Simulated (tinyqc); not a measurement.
Precursor delivery and alloy composition in metal-organic vapour-phase epitaxy: one step, computed by the program tinyqc. Command: `OMP_NUM_THREADS=1 python tinyqc.py 3017437 3017438 out.jsonl movpe walk`. One thread of a shared host (Intel(R) Xeon(R) Processor @ 2.30GHz), about 0.01 s of CPU time with the checks.

Carrier gas leaves each bubbler saturated. Group-III species cross a boundary layer and react at the surface; element 2 can also desorb. The film is (1)_(1-x) (2)_x V with a zinc-blende cell.

Task: Composition and growth rate. Loss of element 2 is r x with r = prefactor x exp(-energy/(k_B T)). Then x = (g2 - r x)/(g1 + g2 - r x), or r x^2 - (g1 + g2 + r) x + g2 = 0, smaller root; growth rate G = g1/(1 - x) layers/s; one layer is a/2 thick, 1 angstrom/s = 0.36 um/h. Temperatures in kelvin are T(C) + 273.15. Distribution coefficient = [x/(1 - x)]/[x_g/(1 - x_g)], x_g = g2/(g1 + g2).

Inputs (values chosen for the exercise, close to those used for AlGaAs from TMAl and TMGa):
```
quantity,value,unit
source 1: bath temperature,23,C
source 2: bath temperature,-1,C
prefactor of the loss of element 2,9e+16,layers/s
energy of the loss,3.6,eV
lattice constant a,5.655,angstrom
growth temperature T,750,C
```

arrival rates (layers/s): g1 0.4517330, g2 10.54168

Constants: k_B = 8.617333262e-05 eV/K.

Give: loss rate r; solid share x; growth rate G; distribution coefficient.

Result:

loss rate r = 0.1666 layers/s

solid share x = 0.9583

growth rate G = 11.03 um/h

distribution coefficient = 0.9849

Desorption is negligible, so the solid copies the gas. Caution: trimethylaluminium is largely a dimer in the vapour, which would double its metal flow; it is counted as a monomer here. Caution: the lattice constant is held fixed as x changes, delta does not respond to the flow, both precursors share one D and k_s, and gas-phase side reactions are left out.
